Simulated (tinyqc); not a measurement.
Gaussian against the exact two-step profile: two-step dopant diffusion (predeposition and drive-in) with a constant diffusivity. Computed by tinyqc, a small Python program. Command: `OMP_NUM_THREADS=1 python tinyqc.py 3022376 3022377 out.jsonl dopdiff walk`. One thread of a shared host (Intel(R) Xeon(R) Processor @ 2.30GHz), about 0.07 s of CPU time with the checks.

Fick diffusion into a half space x > 0 whose background doping C_B is of the opposite type, so that a junction lies where C = C_B.

Inputs (values chosen for the exercise, modelled on boron in silicon): prefactor D0 = 0.817 cm^2/s; activation energy E = 3.48 eV; surface concentration C_s = 1.1e+19 1/cm^3; background doping C_B = 2.2e+14 1/cm^3; predeposition temperature T1 = 900 C; predeposition time t1 = 30 min; drive-in temperature T2 = 1200 C; drive-in time t2 = 30 min.

Furnace ramps of the drive-in: none.

Constants: k_B = 8.617333262e-05 eV/K.

Method:
- D = D0 exp(-E/(k_B T)).
- Temperatures in kelvin are T(C) + 273.15.
- Times in seconds are 60 times the minutes.
- (Dt)2 = D2 t2, t2 in seconds.
- C = C_s erfc(x/(2 sqrt(D1 t1))); dose Q = 2 C_s sqrt(D1 t1/pi); the junction solves erfc(z) = C_B/C_s with x_j = 2 z sqrt(D1 t1).
- With a sealed surface and a thin source, C = Q/sqrt(pi (Dt)2) exp(-x^2/(4 (Dt)2)); x_j = 2 sqrt((Dt)2 ln(C(0)/C_B)); gradient at the junction |dC/dx| = C_B x_j/(2 (Dt)2).
- Exact two-step profile: C = (2 C_s/pi) int_0^alpha exp(-beta (1 + u^2))/(1 + u^2) du with alpha = sqrt(D1 t1/(Dt)2), beta = x^2/(4 (D1 t1 + (Dt)2)).
- The integral takes 48 Gauss-Legendre points; solve C(x) = C_B.
- Gaussian: C = Q/sqrt(pi (Dt)2) exp(-x^2/(4 (Dt)2)).
- Depths are fractions of the Gaussian x_j.

surface concentration C(0) (Gaussian) = 2.10397e+17 1/cm^3

junction depth x_j = 2.24049 um

drive-in budget (Dt)2 = 1.82853e-09 cm^2

product D1 t1 = 1.65057e-12 cm^2

exact junction depth = 2.24111 um

Profiles:
```
x/x_j  x (um)  Gaussian (1/cm^3)  exact (1/cm^3)   ratio
0.0    0.0000         2.1040e+17      2.1033e+17  1.0003
0.2    0.4481         1.5989e+17      1.5987e+17  1.0001
0.4    0.8962         7.0168e+16      7.0193e+16  0.9996
0.6    1.3443         1.7783e+16      1.7805e+16  0.9988
0.8    1.7924         2.6028e+15      2.6089e+15  0.9977
1.0    2.2405         2.2000e+14      2.2084e+14  0.9962
1.2    2.6886         1.0739e+13      1.0799e+13  0.9944
```

What follows from these numbers?

With D1 t1/(Dt)2 = 9.0e-4, the Gaussian is 0.030 % high at the surface and 0.38 % low at its own junction; the exact junction lies at 2.241 um, 0.028 % deeper. The dose is the same, but the real source already has a width, which is negligible here. Caution: C_s exceeds the intrinsic carrier density of silicon at the predeposition temperature (2e18 to 1e19 per cm^3), where real diffusivities rise with concentration and profiles turn box-like.
